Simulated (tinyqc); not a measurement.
Worked calculation: harmonic frequencies on the UHF/sto-3g surface (energies and gradients from PySCF), for BeH, spin multiplicity 2. One step of it, computed by the program tinyqc.

Task: Normal modes. Diagonalise H_ij / sqrt(m_i m_j); the 5 smallest eigenvalues belong to translations and rotations; wavenumber = sqrt(eigenvalue / 1822.888) x 219474.63; each mode has its largest component positive (the first on a tie); zero-point energy = sum of wavenumbers / 2, with 349.755 1/cm per kcal/mol.

Hessian (symmetrised) (hartree/bohr^2), order 1Bex, 1Bey, 1Bez, 2Hx, 2Hy, 2Hz:
```
[[0.00000131, 0.00000000, 0.00000000, -0.00000131, 0.00000000, 0.00000000],
 [0.00000000, 0.00000131, 0.00000000, 0.00000000, -0.00000131, 0.00000000],
 [0.00000000, 0.00000000, 0.22419444, 0.00000000, 0.00000000, -0.22419444],
 [-0.00000131, 0.00000000, 0.00000000, 0.00000131, 0.00000000, 0.00000000],
 [0.00000000, -0.00000131, 0.00000000, 0.00000000, 0.00000131, 0.00000000],
 [0.00000000, 0.00000000, -0.22419444, 0.00000000, 0.00000000, 0.22419444]]
```

masses (u): [9.012182, 1.007825]

Give: eigenvalues of the mass-weighted Hessian; harmonic wavenumbers of the vibrations; mass-weighted modes; zero-point energy.

Result:

eigenvalues of the mass-weighted Hessian (hartree/(bohr^2 u)): [0.0000, 0.0000, 0.0000, 0.0000, 0.0000, 0.2473]

harmonic wavenumbers of the vibrations (1/cm): [2556.5]

mass-weighted modes, order 1Bex, 1Bey, 1Bez, 2Hx, 2Hy, 2Hz:
```
[[0.0000],
 [0.0000],
 [-0.3171],
 [0.0000],
 [0.0000],
 [0.9484]]
```

zero-point energy = 3.6547 kcal/mol
